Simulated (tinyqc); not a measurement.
Energy conservation against the time step: molecular dynamics of a small cluster by velocity Verlet steps. Computed by tinyqc, a small Python program. Command: `OMP_NUM_THREADS=1 python tinyqc.py 3003398 3003399 out.jsonl verlet walk`. One thread of a shared host (Intel(R) Xeon(R) Processor @ 2.30GHz), about 0.2 s of CPU time with the checks.

E = sum_(i<j) phi(r_ij), phi(r) = eps [exp(-2 alpha (r - r0)) - 2 exp(-alpha (r - r0))]; the force on i is -sum_j phi'(r_ij) (R_i - R_j)/r_ij.

Inputs (values chosen for the exercise, for model atoms):

| quantity | value | unit |
|---|---|---|
| length r0 | 2.34 | angstrom |
| well depth eps | 0.6 | eV |
| stiffness alpha | 1.83 | 1/angstrom |
| atomic mass M | 41.2 | u |
| time step dt | 4.5 | fs |
| steps | 300 | - |

Potential: Morse.

starting positions (angstrom):
```
           x      y      z
atom 1  0.04  -0.01      0
atom 2  2.33  -0.03   0.01
atom 3  1.19   2.05   0.04
atom 4  1.17   0.68   1.97
atom 5  1.17   0.66  -1.89
```

starting velocities (angstrom/fs):
```
               x         y         z
atom 1   0.00024   0.00041     9e-05
atom 2  -0.00034  -0.00078  -0.00156
atom 3  -0.00022   0.00163   0.00125
atom 4  -0.00046  -0.00285   0.00099
atom 5   0.00078   0.00159  -0.00077
```

Constants: 1 eV/(angstrom u) = 9.648533212e-03 angstrom/fs^2; k_B = 8.617333262e-05 eV/K.

Method:
- Relax the cluster, diagonalise the Hessian (central differences): omega_max = sqrt(c lambda_max/M). Verlet steps are stable for omega_max dt < 2.
- Velocity Verlet: a = c F/M with c = 9.648533212e-3 angstrom/fs^2 per eV/(angstrom u); R(new) = R + v dt + a dt^2/2; v(new) = v + (a + a(new)) dt/2. Kinetic energy K = M v^2/(2c); temperature T = 2K/((3N - 3) k_B), rotation of the cluster included.
- Runs without thermostat over the same span of time, steps x dt; spread = largest minus smallest value. For contrast, the energy gained over the first 30 dt (dt of the inputs) by explicit Euler steps: R(new) = R + v dt, v(new) = v + a dt.

omega_max dt = 0.285174

Energy error (eV):

| dt (fs) | omega_max dt | Verlet, spread of U + K | Euler, gain in U + K |
|---|---|---|---|
| 0.5625 | 0.03565 | 6.9018e-06 | 0.0077 |
| 1.1250 | 0.07129 | 2.7634e-05 | 0.0170 |
| 2.2500 | 0.14259 | 1.1086e-04 | 0.0414 |
| 4.5000 | 0.28517 | 4.5132e-04 | 0.1256 |
| 9.0000 | 0.57035 | 1.8541e-03 | 0.5816 |
| 13.5000 | 0.85552 | 4.4464e-03 | 1.9226 |

What does the comparison show, and why?

The Verlet error grows as dt^2.00 between the first rows, the second order of the method. Euler steps gain energy steadily: over that short span the gain in the first row is already 1100 times the Verlet spread of the whole run, and it grows as dt^1.14, tending to the first order of that method as dt shrinks. Caution: where the Euler gain approaches or exceeds the binding energy the cluster has blown apart.

Extremes, crossings and ranges named in words are read from the listed rows.
